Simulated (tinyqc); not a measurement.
# Leakage through a gate insulator: direct, Fowler-Nordheim, trap-assisted and Poole-Frenkel currents, step by step

A worked calculation. Computed by tinyqc, a small Python program that keeps every step. Command: `OMP_NUM_THREADS=1 python tinyqc.py 3011611 3011612 out.jsonl oxideleak walk`. One thread of a shared host (Intel(R) Xeon(R) Processor @ 2.30GHz), about 0.01 s of CPU time with the checks. Intermediate numbers are printed to about 5 digits and carried at full precision; extremes and crossings named in words are read from the listed rows.

Electrons enter from the cathode Fermi level at x = 0; the conduction band of the insulator lies phi_b - e F x above it, F = V/t. WKB exponents use a parabolic band with mass m.

Inputs (values chosen for the exercise, with an insulator like Al2O3):
```
quantity                          value   unit
thickness t                         4.6     nm
barrier phi_b                      2.25     eV
tunnelling mass m                  0.36    m_0
static constant eps_ox             8.82      -
optical constant eps_opt           3.22      -
voltage across the insulator V      1.2      V
trap depth phi_t                    1.7     eV
trap density N_t                5.4e+18  cm^-3
attempt rate nu_0                 1e+12    1/s
activation of capture E_a          0.34     eV
temperature T                       300      K
```

Constants: hbar^2/(2 m_0) = 3.80998212 eV angstrom^2; e = 1.602176634e-19 C; hbar = 1.054571817e-34 J s; k_B = 8.617333262e-05 eV/K; eps_0 = 8.8541878128e-12 F/m.

## Field and tunnelling without traps

For a level a distance phi(x) below the band, the WKB exponent is 2 int kappa dx with kappa = sqrt(m phi/(hbar^2/2m_0)); for a linear barrier from phi_1 down to phi_2 = max(phi_1 - e F d, 0) it is G = (4/3) sqrt(m/(hbar^2/2m_0)) (phi_1^(3/2) - phi_2^(3/2))/(e F). J_tun = e^3 F^2/(16 pi^2 hbar m phi_b) x exp(-G) / [1 - sqrt(phi_2/phi_b)]^2 with the free-electron mass in the cathode (m in m_0), phi_2 = max(phi_b - e V, 0): direct tunnelling for e V < phi_b, Fowler-Nordheim above. Image forces, back-flow and the limit on supply are left out, so J_tun is overstated below about 0.5 V. Equivalent oxide thickness = 3.9 t/eps_ox.

field F = 2.6087 MV/cm

equivalent oxide thickness = 2.0340 nm

WKB exponent G = 36.121

tunnelling current J_tun = 2.6513e-08 A/cm^2

The barrier is a trapezoid: direct tunnelling.

## One trap at several depths

A trap at depth x lies phi_t below the band. Capture: tunnel at the cathode Fermi level from 0 to x (G_in from phi_1 = phi_b), rate nu_0 exp(-G_in - E_c/k_B T) with E_c = E_a + max(phi_b - phi_t - e F x, 0), the last term being the height of the trap above the cathode Fermi level. Emission: tunnel from the trap level to the anode (G_out from phi_1 = phi_t over t - x), rate nu_0 exp(-G_out - E_a/k_B T). Re-emission to the cathode follows from detailed balance, rate_back = rate_in exp(dE/k_B T) with dE = phi_b - phi_t - e F x. Each trap passes R = rate_in rate_out/(rate_in + rate_back + rate_out) electrons per second; filling from the anode is left out. Depths: t times 0.08, 0.2, 0.32, 0.44, 0.56, 0.68, 0.8 and 0.92, rounded to 0.01 nm.

Rates:
```
x (nm)    G_in   G_out  E_c (eV)  rate in (1/s)  rate back (1/s)  rate out (1/s)     R (1/s)
0.37     3.375  27.586   0.79348     1.6008e-03       6.6441e+04      2.0323e-06  4.8966e-14
0.92     8.254  24.823   0.65000     3.1334e-03       5.0558e+02      3.2200e-05  1.9957e-10
1.47    12.961  21.777   0.50652     7.2783e-03       4.5653e+00      6.7682e-04  1.0771e-06
2.02    17.490  18.473   0.36304     2.0192e-02       4.9237e-02      1.8423e-02  4.2343e-03
2.58    21.912  14.863   0.34000     5.9137e-04       5.0678e-06      6.8111e-01  5.9086e-04
3.13    26.060  11.091   0.34000     9.3411e-06       3.1119e-10      2.9605e+01  9.3411e-06
3.68    30.006   7.108   0.34000     1.8071e-07       2.3404e-14      1.5900e+03  1.8071e-07
4.23    33.737   2.923   0.34000     4.3290e-09       2.1795e-18      1.0439e+05  4.3290e-09
```

The most effective of these traps sits at 2.02 nm, 44 % of the way; where rate back exceeds rate out, re-emission drains the trap, and elsewhere the slower forward step limits R.

## Trap-assisted current

J_TAT = e N_t int_0^t R dx by the midpoint rule on 400 intervals; the most effective depth is the midpoint with the largest R, rounded to 0.01 nm.

trap-assisted current J_TAT = 2.7625e-10 A/cm^2

most effective depth = 2.14 nm

## Poole-Frenkel bound

Poole-Frenkel emission over the lowered barrier of a charged trap: lowering sqrt(e F/(pi eps_opt eps_0)); J_PF = e N_t^(2/3) nu_0 exp(-(phi_t - lowering)/k_B T), one sheet of traps emitting with supply unlimited (an upper bound).

barrier lowering = 0.68311 eV

Poole-Frenkel bound J_PF = 4.0733e-12 A/cm^2

Caution: the film is too thin for the Poole-Frenkel picture (the lowering is a large part of the whole drop, or the traps are further apart than the film is thick), so J_PF is only nominal.

## Total without and with traps

J = J_tun + J_TAT (the Poole-Frenkel bound is not added); the ratio J/J_tun is the excess that stress-made traps add.

total current J = 2.6789e-08 A/cm^2

J/J_tun = 1.0104

## Against voltage

The formulas are those given above.

Currents:
```
V (V)  F (MV/cm)  J_tun (A/cm^2)  J_TAT (A/cm^2)  best depth (nm)
0.55       1.196      9.0245e-10      2.7728e-15             2.19
1.12       2.435      1.7056e-08      1.4474e-10             2.26
1.68       3.652      4.5806e-07      1.2975e-09             2.03
2.24       4.870      2.4064e-05      4.9907e-09             1.95
2.81       6.109      1.0403e-02      5.8245e-08             1.17
3.37       7.326      6.4442e-01      5.7562e-07             0.95
3.93       8.543      1.2917e+01      2.9328e-06             0.80
4.50       9.783      1.3166e+02      1.0110e-05             0.70
5.06      11.000      7.9607e+02      2.6141e-05             0.62
```

Tunnelling without traps rules in every row. Over the range J_tun grows by 11.9 decades and J_TAT by 10.0. The highest rows may lie beyond breakdown.

## Against thickness at fixed field

The formulas are those given above.

Currents:
```
t (nm)   V (V)  J_tun (A/cm^2)  J_TAT (A/cm^2)
1.2     0.3130      5.7665e+04      1.7074e-10
1.6     0.4174      1.0799e+03      3.6426e-10
2.2     0.5739      4.1394e+00      1.0992e-09
3.0     0.7826      4.4047e-03      1.0743e-09
4.0     1.0435      1.8669e-06      6.8966e-10
5.5     1.4348      8.0586e-11      2.3370e-11
7.5     1.9565      3.6136e-15      6.1302e-14
10.0    2.6087      1.2132e-16      3.6247e-16
```

Between the first rows J_tun falls by 4.32 decades per nm. J_TAT overtakes J_tun between 5.5 and 7.5 nm. Below about 0.5 V the formula for J_tun, which has no back-flow, overstates the current.

Checks made by the program: the WKB exponent by quadrature (relative difference below 1e-10); the integral with twice the points (relative difference 2e-05).
